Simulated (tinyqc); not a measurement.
# ESD clamp with bipolar snapback, compact model and design window, step by step

Program tinyqc, `OMP_NUM_THREADS=1 python tinyqc.py 2670146 2670147 out.jsonl`; Intel Xeon 2.30GHz, shared host, one thread, about 0.01 s. Printed values are rounded.

The drain junction multiplies the current that enters it: Igen = (M - 1)(Ic + I0), M = 1/(1 - (Vj/BV)^n). The generated holes leave through the substrate resistance and the base of the parasitic npn: Igen = Vb/Rb + Ic/be, Ic = Is exp(Vb/Vt). Terminal current I = Ic + I0 + Igen and voltage V = Vj + I Ro, per width. Isothermal, constant gain.

Parameters, values chosen for the exercise; values close to those of grounded-gate n-channel clamps:
- T = 300 K (temperature)
- BV = 10.2 V (junction breakdown voltage)
- n = 3.1 (exponent of the multiplication)
- be = 5.3 (current gain of the parasitic npn)
- Is = 1.7e-17 A/um (saturation current)
- I0 = 1e-11 A/um (junction leakage)
- Rb = 72000 ohm um (substrate resistance)
- Ro = 320 ohm um (drain ballast and contact resistance)
- It2 = 5.5 mA/um (failure current for 100 ns)
- Wf = 40 um (finger width)
- Nf = 10 (number of fingers)
- Lv = 1 kV (human-body-model level)
- Vox = 7.8 V (oxide breakdown voltage for 100 ns)
- Vdd = 2.5 V (supply voltage)

Constants: q = 1.602176634e-19 C, kB = 1.380649e-23 J/K, Vt = kB T/q. Results are converted to the units shown.

## The snapback curve

| point | Vb (V) |
|---|---|
| 0 | 0.05 |
| 1 | 0.3 |
| 2 | 0.363 |
| 3 | 0.423 |
| 4 | 0.473 |
| 5 | 0.631 |
| 6 | 0.779 |
| 7 | 0.799 |
| 8 | 0.829 |

For given Vb: Ic, Igen, M = 1 + Igen/(Ic + I0), Vj = BV (1 - 1/M)^(1/n), I and V.

| point | Ic (uA/um) | M | Vj (V) | I (uA/um) | V (V) |
|---|---|---|---|---|---|
| 0 | 1.17601e-10 | 69444.6 | 10.2000 | 0.694454 | 10.2002 |
| 1 | 1.86306e-6 | 3.51231e5 | 10.2000 | 4.16668 | 10.2013 |
| 2 | 2.13099e-5 | 1.61026e5 | 10.2000 | 5.04170 | 10.2016 |
| 3 | 2.17038e-4 | 25877.9 | 10.1999 | 5.87527 | 10.2018 |
| 4 | 0.00150141 | 4347.76 | 10.1992 | 6.57124 | 10.2013 |
| 5 | 0.677302 | 14.1279 | 9.96129 | 9.56899 | 9.96435 |
| 6 | 207.526 | 1.24081 | 6.01056 | 257.502 | 6.09296 |
| 7 | 449.840 | 1.21335 | 5.82218 | 545.813 | 5.99684 |
| 8 | 1435.61 | 1.19670 | 5.69690 | 1717.99 | 6.24665 |

V peaks at Vt1 = 10.20 V and falls to Vh = 5.997 V: once the npn supplies current, a small M feeds the base. At high current M tends to 1 + 1/be and Vj to BV (1 + be)^(-1/n) = 5.633 V.

## Iteration 1: base voltage at the failure current

Vb at the start = 0.74 V

I(Vb) = Ic (1 + 1/be) + I0 + Vb/Rb, I' = Ic (1 + 1/be)/Vt + 1/Rb; Newton steps on ln I: Vb(new) = Vb - ln(I/It2) I/I'. V follows from the introduction.

I = 0.0648494 mA/um
V = 6.87835 V
I' = 2.12481 mS/um
Vb after iteration 1 = 0.875522 V

## Iteration 2: base voltage at the failure current

As before.

I = 10.3313 mA/um
V = 8.95043 V
I' = 399.174 mS/um
Vb after iteration 2 = 0.859206 V

## Course of the iteration: base voltage at the failure current

Stop when Vb changes by less than 1e-10 V, or after 20 iterations. Vb must stay between 0 and 8 V.

Course of the iteration:

| iteration | Vb (V) | \|change\| (V) |
|---|---|---|
| 1 | 0.875522 | 0.136 |
| 2 | 0.859206 | 0.0163 |
| 3 | 0.859199 | 7.07e-6 |
| 4 | 0.859199 | 1.97e-12 |

Converged in 4 iterations. At the end the number of correct digits about doubles with each step.

## Design window and human-body level

Vt1 = 10.2018 V
Vh = 5.99683 V
Vt2 = 7.41393 V

Human-body model: 100 pF through 1500 ohm, peak current about (level - Vt2)/1500 ohm, decay time 150 ns. All fingers turn on before the first fails if Vt2 > Vt1; then the clamp carries Nf Wf It2, otherwise in the worst case Wf It2. Margins: Vh - 1.1 Vdd against latching in operation, Vox - max(Vt1, Vt2) for the protected oxide.

peak current = 0.661724 A
current the clamp carries = 0.22 A
level it withstands = 0.337414 kV
holding margin = 3.24683 V
oxide margin = -2.40175 V

Uniform turn-on is not assured; the clamp fails the level. The oxide margin is negative.
